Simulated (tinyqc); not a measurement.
On-chip interconnect, size-dependent resistivity and RC delay: one step of the calculation.

A rectangular line between two neighbours and two ground planes. Surface and grain-boundary scattering are added to the bulk resistivity as corrections; capacitances are parallel-plate values without fringing; inductance is ignored.

Task. Resistivity, resistance and capacitance per length. Metal width x = wd - 2 tl, height y = AR wd - tl; grain boundaries (Mayadas-Shatzkes): al = (lam/(gr x)) Rg/(1 - Rg), g = 1/[1 - 3 al/2 + 3 al^2 - 3 al^3 ln(1 + 1/al)] - 1; surfaces (Fuchs-Sondheimer, thick limit): s = (3/8) lam (1 - ps)(1/x + 1/y); rho = rho0 (1 + g + s); r = rho/(x y); c = eps0 ek (2 wd/hd + 2 Mf AR wd/sp).

Values chosen for this exercise; metal values close to those of copper: bulk resistivity rho0 = 1.68 uohm cm; bulk mean free path lam = 40.6 nm; specular share of surface scattering ps = 0; reflection coefficient of grain boundaries Rg = 0.52; grain size over the metal width gr = 1.5; drawn line width wd = 9.6 nm; aspect ratio, height over width AR = 1.8; liner on both walls and the bottom, not conducting tl = 1.9 nm; space to the neighbouring lines sp = 19 nm; dielectric height to the planes above and below hd = 10 nm; relative permittivity of the dielectric ek = 2.2; Miller factor of the neighbours Mf = 1.

Constants: eps0 = 8.8541878128e-12 F/m. Results are converted to the units shown.

Give: x; y; al; g; s; rho; r; c.

Result.

x = 5.8000 nm
y = 15.380 nm
al = 5.0556
g = 6.8011
s = 3.6149
rho = 19.179 uohm cm
r = 2150.0 ohm/um
c = 0.072832 fF/um

Range of the model: The metal width is under the mean free path, where the thick-limit surface term and the simple sum of corrections lose accuracy.

tinyqc, about 0.01 s, one thread, Intel Xeon 2.30GHz (shared host): `OMP_NUM_THREADS=1 python tinyqc.py 2100131 2100132 out.jsonl`
